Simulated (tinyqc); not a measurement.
# From one set of inputs to another, one input at a time

Model: leakage currents through a thin dielectric. Computed by tinyqc, a small Python program. Command: `OMP_NUM_THREADS=1 python tinyqc.py 3030240 3030241 out.jsonl leak ladder`. One thread of a shared host (Intel(R) Xeon(R) Processor @ 2.30GHz), about 0.08 s of CPU time with the checks.

Electrons leave an electrode with Fermi energy E_F above its band bottom; barriers are counted from the Fermi level, and both electrodes are alike. They cross the interlayer first.

The inputs printed are set A. Set A is modelled on a low-k dielectric; the values taken over come from a set modelled on SiO2. Inputs not listed in the table keep their values of set A, so the rows need not describe a real material.

Inputs (values chosen for the exercise, modelled on a low-k dielectric):
```
quantity                           value  unit
barrier height phi_B                2.42    eV
tunnelling mass m                   0.54   m_0
static permittivity k               2.73     -
optical permittivity k_o            2.04     -
trap depth phi_t                     1.2    eV
Poole-Frenkel prefactor sigma_0  0.00047  S/cm
thickness t                          4.6    nm
voltage V                            2.5     V
temperature T                        398     K
interlayer thickness t_i            0.46    nm
interlayer barrier phi_i            3.15    eV
interlayer mass m_i                 0.43   m_0
interlayer permittivity k_i          3.8     -
```

Stack: dielectric on an interlayer.

Constants: m_0 = 9.1093837015e-31 kg; e = 1.602176634e-19 C; hbar = 1.054571817e-34 J s; eps_0 = 8.8541878128e-12 F/m; k_B = 8.617333262e-05 eV/K; k_B = 1.380649e-23 J/K; h = 6.62607015e-34 J s.

Method:
- Fields: F_i = V/(t_i + t k_i/k), F = F_i k_i/k; equivalent oxide thickness 3.9 (t/k + t_i/k_i).
- WKB: a layer of mass m, field F and barrier b(x) = b_0 - e F x gives the exponent (4 sqrt(2 m)/(3 hbar e F)) [b_0^(3/2) - max(b_0 - e F t, 0)^(3/2)] for b_0 > 0; b_0 = barrier - (E - E_F), less e F_i t_i for the second layer; the transmission is D(E) = exp(-sum of exponents), without image force.
- Schottky emission J = A T^2 exp(-(phi_B - sqrt(e^3 F/(4 pi k_o eps_0)))/k_B T), A = 4 pi e m k_B^2/h^3 with the tunnelling mass; Poole-Frenkel J = sigma_0 F exp(-(phi_t - sqrt(e^3 F/(pi k_o eps_0)))/k_B T); both use the field F of the dielectric and ignore the interlayer.

Each row keeps all changes above it:
```
input moved                    from    to  Poole-Frenkel current density (A/cm^2)  transmission D(E_F)  Schottky current density (A/cm^2)
set A                             -     -                              2.1526e+03           1.3051e-17                         8.7832e-17
trap depth phi_t (eV)           1.2   1.8                              5.4363e-05           1.3051e-17                         8.7832e-17
interlayer thickness t_i (nm)  0.46  0.52                              4.6316e-05           7.6445e-18                         8.1424e-17
optical permittivity k_o       2.04  2.05                              4.2549e-05           7.6445e-18                         7.8043e-17
temperature T (K)               398   358                              5.8021e-06           7.6445e-18                         1.6487e-19
static permittivity k          2.73  3.97                              2.9562e-06           1.4680e-17                         1.1967e-19
voltage V (V)                   2.5   1.3                              3.9678e-11           6.5154e-23                         6.0799e-22
tunnelling mass m (m_0)        0.54  0.44                              3.9678e-11           5.1767e-21                         4.9540e-22
```

Where does the difference come from?

Poole-Frenkel current density goes from 2150 to 3.97e-11, a factor 1.84e-14 in all. The largest single move comes from trap depth phi_t (a factor 2.53e-8). Transmission D(E_F) goes from 1.31e-17 to 5.18e-21, a factor 3.97e-4 in all. The largest single move comes from voltage V (a factor 4.44e-6), and tunnelling mass m works against it (a factor 79.5). Schottky current density goes from 8.78e-17 to 4.95e-22, a factor 5.64e-6 in all. The largest single move comes from temperature T (a factor 0.00211). The single moves hold for this order of the switches; the total does not depend on the order.

Extremes, crossings and ranges named in words are read from the listed rows.
